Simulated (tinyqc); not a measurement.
Resistivity of narrow wires: free and nearly free electrons in a metal.

The cubic cell holds 4 atoms: n = 4 z/a^3, kF = (3 pi^2 n)^(1/3), EF = c kF^2/m, vF = 2 c kF/(m hbar), c = hbar^2/2m0; rs = (3/(4 pi n))^(1/3)/a0; D(EF) = 3 n/(2 EF).

Square wire of width w with grain size w: rho/rho0 = 1/(1 - 3 al/2 + 3 al^2 - 3 al^3 ln(1 + 1/al)) + (3/4) (1 - p) l/w, with al = (l/w) Rg/(1 - Rg) (Mayadas-Shatzkes plus the thick-wire form of Fuchs-Sondheimer); l = hbar kF/(n e^2 rho), e = 1.602176634e-19 C.

Constants: hbar^2/2m0 = 3.80998211 eV angstrom^2; hbar = 6.58211957e-16 eV s; a0 (Bohr radius) = 0.5291772105 angstrom.

Values chosen for the exercise (near those of Au, whose d bands this model ignores; shifted at random, so the results belong to these values and not to a real crystal):
- a = 4.066 angstrom (fcc lattice constant)
- z = 1 (free electrons an atom)
- m = 1 m0 (mass)
- rho = 2.36 micro-ohm cm (bulk resistivity)
- p = 0.5 (specularity of the surfaces)
- Rg = 0.52 (reflection at grain boundaries)

Wires:

| w (nm) | al | grain term (factor - 1) | surface term | rho (micro-ohm cm) |
|---|---|---|---|---|
| 200 | 0.191 | 0.275 | 0.066 | 3.17 |
| 100 | 0.383 | 0.540 | 0.132 | 3.95 |
| 50 | 0.766 | 1.061 | 0.265 | 5.49 |
| 30 | 1.276 | 1.749 | 0.442 | 7.53 |
| 20 | 1.914 | 2.604 | 0.662 | 10.07 |
| 14 | 2.734 | 3.702 | 0.946 | 13.33 |
| 10 | 3.828 | 5.162 | 1.325 | 17.67 |
| 7 | 5.468 | 7.352 | 1.893 | 24.18 |

l = 35.33 nm

At 7 nm the resistivity is 10.24 times the bulk value; grain boundaries add more (7.35 from grains, 1.89 from surfaces). It passes twice the bulk value between 100 and 50 nm. The surface formula is meant for w above l = 35 nm, so the rows below that are rough.

tinyqc: `OMP_NUM_THREADS=1 python tinyqc.py 1682375 1682376 out.jsonl`; about 0.01 s, one thread, shared Intel(R) Xeon(R) Processor @ 2.30GHz.
